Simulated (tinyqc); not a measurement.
# Solid solubility of a dopant against its melt (retrograde solidus), clustering and the electrically active fraction, step by step

A worked calculation. Computed by tinyqc, a small Python program that keeps every step. Command: `OMP_NUM_THREADS=1 python tinyqc.py 3030733 3030734 out.jsonl retro walk`. One thread of a shared host (Intel(R) Xeon(R) Processor @ 2.30GHz), about 0.01 s of CPU time with the checks. Intermediate numbers are printed to about 7 digits and carried at full precision; extremes and crossings named in words are read from the listed rows.

Inputs (values chosen for the exercise, of the order of those of gold in silicon for the solubility):

| quantity | value | unit |
|---|---|---|
| melting point of the host T_m | 1687 | K |
| heat of melting of the host H_f | 50.2 | kJ/mol |
| interaction L of the melt | -16 | kJ/mol |
| enthalpy of transfer from melt to solid H | 1.65 | eV |
| entropy of transfer S | 1.79 | k_B |
| site density N0 | 5e+22 | 1/cm^3 |
| temperature T | 1130 | K |
| total dopant density N_t | 1.6e+21 | 1/cm^3 |
| atoms per cluster m | 4 | - |
| cluster scale N* at 1273 K | 2.7e+20 | 1/cm^3 |
| activation energy E_b of the cluster scale | 0.29 | eV |
| anneal temperature T_a | 1200 | K |
| prefactor of n_i | 3.87e+16 | 1/(cm^3 K^1.5) |
| energy E_i in n_i | 0.607 | eV |
| mobility mu | 50 | cm^2/(V s) |

Clustering: clusters that take up free electrons.

Constants: R = 8.314462618 J/(mol K); k_B = 8.617333262e-05 eV/K; e = 1.602176634e-19 C; N_A = 6.02214076e+23 1/mol.

## Liquidus and solidus at T

x_l and x_s are atom fractions of the dopant in melt and solid; the solid is dilute. Liquidus of the host: R T ln(1 - x_l) + L x_l^2 = -H_f (1 - T/T_m). Distribution: k = x_s/x_l = exp[L (1 - x_l)^2/(R T)] exp(S/k_B - H/(k_B T)), the first factor being the activity coefficient in the melt. Solubility = x_s N0; at T_m x_l = 0.

x_l = 0.6489743

distribution coefficient k = 2.124649e-07

x_s = 1.378843e-07

solubility = 6.894215e+15 1/cm^3

k at the melting point = 2.252914e-05

k has changed by a factor 0.0094 from its value at T_m, while x_l has grown from 0 to 0.649.

## The retrograde maximum

The largest x_s N0 between 900 K and T_m. For an ideal melt with constant heats the maximum has x_l = H_f/(H + H_f), H in the same units.

temperature of the maximum = 1548.418 K

largest solubility = 1.373044e+17 1/cm^3

x_l there = 0.2263513

ideal-melt value H_f/(H + H_f) = 0.2397317

The maximum lies 139 K below T_m: above it the melt runs out of dopant, below it k falls as exp(-H/(k_B T)).

## The solidus

The formulas are those given above.

Against temperature:

| T (K) | x_l | k | solubility (1/cm^3) | over the maximum |
|---|---|---|---|---|
| 1000 | 0.7485429 | 2.563946e-08 | 9.596116e+14 | 0.0069889 |
| 1100 | 0.6729439 | 1.369151e-07 | 4.606809e+15 | 0.0335518 |
| 1200 | 0.5906071 | 5.382271e-07 | 1.589404e+16 | 0.1157577 |
| 1300 | 0.5006337 | 1.661246e-06 | 4.158379e+16 | 0.3028585 |
| 1400 | 0.4010583 | 4.202444e-06 | 8.427124e+16 | 0.6137550 |
| 1500 | 0.2880410 | 8.937487e-06 | 1.287181e+17 | 0.9374659 |
| 1580 | 0.1826808 | 1.448721e-05 | 1.323267e+17 | 0.9637476 |
| 1640 | 0.0890462 | 1.923078e-05 | 8.562140e+16 | 0.6235884 |
| 1675 | 0.0246345 | 2.178519e-05 | 2.683332e+16 | 0.1954295 |

Between the first rows the Arrhenius energy of the solubility is 1.49 eV, against H = 1.65 eV; it shrinks to zero at 1548 K and turns negative beyond. A crystal saturated at the maximum precipitates dopant-rich liquid on cooling and on heating alike. Below a eutectic or compound temperature another phase would set the limit.

## Active fraction after the anneal

A highly soluble donor (another dopant than that of the solidus) is limited by clustering. Donors N_a are active, and clusters hold m atoms each: N_t = N_a + m C, m C = N* (N_a/N*)^m (n/N*)^m, each atom taking one electron, n = N_a/2 + sqrt(N_a^2/4 + n_i^2), n_i = prefactor x T^1.5 exp(-E_i/(k_B T)), with N*(T) = N*(1273 K) exp[-(E_b/k_B)(1/T - 1/1273)]. Resistivity = 1/(e mu N_a).

N*(T_a) = 2.298904e+20 1/cm^3

active density N_a = 2.858297e+20 1/cm^3

active fraction = 0.1786436

resistivity = 0.4367292 milliohm cm

Doubling the dose would raise N_a by only 10 %. Caution: this clustering law is a generic form; degeneracy and a doping-dependent mobility are left out.

## Active against total

A highly soluble donor (another dopant than that of the solidus) is limited by clustering. Donors N_a are active, and clusters hold m atoms each: N_t = N_a + m C, m C = N* (N_a/N*)^m (n/N*)^m, each atom taking one electron, n = N_a/2 + sqrt(N_a^2/4 + n_i^2), n_i = prefactor x T^1.5 exp(-E_i/(k_B T)), with N*(T) = N*(1273 K) exp[-(E_b/k_B)(1/T - 1/1273)].

Active density (1/cm^3):

| N_t (1/cm^3) | N_a at T_a | fraction | N_a at T_a + 150 K | N_a at T_a - 150 K |
|---|---|---|---|---|
| 1.00e+19 | 1.000000e+19 | 1.0000000 | 1.000000e+19 | 1.000000e+19 |
| 3.00e+19 | 2.999998e+19 | 0.9999993 | 3.000000e+19 | 2.999968e+19 |
| 1.00e+20 | 9.970970e+19 | 0.9970970 | 9.996538e+19 | 9.637378e+19 |
| 2.00e+20 | 1.745446e+20 | 0.8727229 | 1.934098e+20 | 1.375596e+20 |
| 5.00e+20 | 2.340696e+20 | 0.4681392 | 2.970907e+20 | 1.694247e+20 |
| 1.00e+21 | 2.657644e+20 | 0.2657644 | 3.440732e+20 | 1.895240e+20 |
| 2.00e+21 | 2.952813e+20 | 0.1476407 | 3.851246e+20 | 2.092683e+20 |
| 5.00e+21 | 3.348872e+20 | 0.0669774 | 4.385388e+20 | 2.364930e+20 |

The exponent d ln N_a/d ln N_t falls from 1.00 to 0.14, towards 1/(2m) = 0.125. At the highest dose a 150 K hotter anneal gives 1.31 times the active density, and a later step 150 K cooler would cut it to 0.71 if it ran to equilibrium: short hot anneals come last.

Checks made by the program: the ideal-melt maximum (relative difference 2e-09).
